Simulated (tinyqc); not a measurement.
Changing the drawn line width w: size effects in the resistivity of thin metal films and interconnect lines. Computed by tinyqc, a small Python program. Command: `OMP_NUM_THREADS=1 python tinyqc.py 3026474 3026475 out.jsonl size sweep`. One thread of a shared host (Intel(R) Xeon(R) Processor @ 2.30GHz), about 0.01 s of CPU time with the checks.

Electrons lose their drift at surfaces (a share 1 - p of the hits) and at grain boundaries (reflection R), besides bulk scattering. The line sits in a trench with a non-conducting liner on both walls and the bottom; the spacing equals the drawn width.

Inputs (values chosen for the exercise, modelled on ruthenium):
```
quantity                          value         unit
bulk resistivity rho_b             7.62  microohm cm
bulk mean free path lambda         6.94           nm
specularity p                      0.74            -
grain-boundary reflection R        0.58            -
grain size over metal width         1.3            -
aspect ratio (height over width)    1.9            -
liner thickness t                   1.9           nm
line length                         7.3   micrometre
permittivity of the dielectric k    3.7            -
```

Geometry: line.

Constants: eps_0 = 8.8541878128e-12 F/m.

Method:
- Metal width w_m = w - 2t, height h_m = (aspect ratio) w - t, grain size D = (ratio) w_m.
- Mayadas-Shatzkes: alpha = (lambda/D) R/(1 - R); rho_b/rho = 1 - 3 alpha/2 + 3 alpha^2 - 3 alpha^3 ln(1 + 1/alpha).
- Fuchs-Sondheimer film: rho_b/rho = 1 - (3/(2 kappa))(1 - p) int_0^1 (s - s^3)(1 - exp(-kappa/s))/(1 - p exp(-kappa/s)) ds, f = rho/rho_b, kappa = thickness/lambda, 80 Gauss-Legendre points.
- Line: the excess of a film of thickness w_m and of a film of thickness h_m are added, rho/rho_b = 1 + (f(w_m) - 1) + (f(h_m) - 1), an estimate that holds best when both sides exceed lambda.
- Total: rho = rho_b [1 + surface excess + grain excess]; resistance per length rho/(w_m h_m); capacitance per length C = 2 k eps_0 (aspect ratio + 1/2), a parallel-plate estimate for two neighbours plus a fixed term for the planes above and below; delay 0.38 R C L^2; effective resistivity per drawn area.

One run for each value; columns: (1) drawn line width w (nm); (2) resistance per length (ohm/micrometre); (3) resistivity rho (microohm cm); (4) effective resistivity per drawn area (microohm cm); (5) rho/rho_b from surfaces; (6) rho/rho_b from grains:
```
(1)          (2)    (3)    (4)    (5)    (6)
6.0    2.155e+04  45.03  147.4  1.384  5.526
9.3    2.643e+03  22.93   43.4  1.173  2.836
14.0   6.354e+02  16.01   23.7  1.098  2.003
22.0   1.707e+02  12.39   15.7  1.056  1.571
34.0   5.563e+01  10.53   12.2  1.034  1.349
53.0   1.940e+01   9.43   10.4  1.021  1.217
81.0   7.485e+00   8.78    9.3  1.013  1.139
130.0  2.695e+00   8.34    8.7  1.008  1.086
190.0  1.213e+00   8.11    8.3  1.006  1.059
300.0  4.712e-01   7.93    8.1  1.003  1.037
```

Over the rows, resistance per length (ohm/micrometre) falls from 21500 to 0.471 (exponent d ln y / d ln x -4.8 between the first rows and -2.1 between the last); resistivity rho (microohm cm) falls from 45.0 to 7.93 (exponent d ln y / d ln x -1.5 between the first rows and -0.049 between the last); effective resistivity per drawn area (microohm cm) falls from 147 to 8.06 (exponent d ln y / d ln x -2.8 between the first rows and -0.070 between the last). At the high end the exponent of resistance per length is -2.07, close to -2: area alone.

Extremes, crossings and ranges named in words are read from the listed rows.
